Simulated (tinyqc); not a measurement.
From results back to parameters: static screening by free carriers. Four cases, with inputs chosen for the exercise.

Problem. At zero temperature the gas shows Friedel oscillations of period pi/kF and a Thomas-Fermi length 1/qTF; n and m are hidden.

kF = (3 pi^2 n/Mv)^(1/3), EF = c kF^2/m with c = hbar^2/2m0, n in 1/angstrom^3 (1e-24 per 1/cm^3), e2 = e^2/(4 pi eps0). Thomas-Fermi: qTF^2 = 6 pi e2 n/(eps EF). Debye: qD^2 = 4 pi e2 n/(eps kB T).

Constants: hbar^2/2m0 = 3.80998211 eV angstrom^2; e^2/(4 pi eps0) = 14.39964547 eV angstrom.

Case 1.

Values chosen (out of a larger set: near those of GaN; not measured data): Mv = 1 (valleys); eps = 9.54 (background dielectric constant).

period = 148.466 angstrom
1/qTF = 30.6854 angstrom

Case 2.

Values chosen (out of a larger set: near those of InAs; not measured data): Mv = 1 (valleys); eps = 15.5 (background dielectric constant).

period = 704.102 angstrom
1/qTF = 238.417 angstrom

Case 3.

Values chosen (out of a larger set: near those of GaN; not measured data): Mv = 1 (valleys); eps = 9.44 (background dielectric constant).

period = 270.345 angstrom
1/qTF = 41.0866 angstrom

Case 4.

Values chosen (out of a larger set: near those of InAs; not measured data): Mv = 1 (valleys); eps = 15.2 (background dielectric constant).

period = 191.123 angstrom
1/qTF = 121.814 angstrom

Find: kF; n; m.

Solution. kF = pi/period and n = Mv kF^3/(3 pi^2); qTF^2 = 2 e2 Mv m kF/(pi eps c) then gives m.

Case 1.

kF = 0.02116 1/angstrom
n = 3.20e+17 1/cm^3
m = 0.199 m0

Case 2.

kF = 0.004462 1/angstrom
n = 3.00e+15 1/cm^3
m = 0.025 m0

Case 3.

kF = 0.01162 1/angstrom
n = 5.30e+16 1/cm^3
m = 0.200 m0

Case 4.

kF = 0.01644 1/angstrom
n = 1.50e+17 1/cm^3
m = 0.026 m0

Computed by tinyqc, one run a case: `OMP_NUM_THREADS=1 python tinyqc.py N N+1 out.jsonl` with N = 1681654, 1681657, 1681739, 1681742; one thread of a shared Intel(R) Xeon(R) Processor @ 2.30GHz, about 0.01 s a run at most.
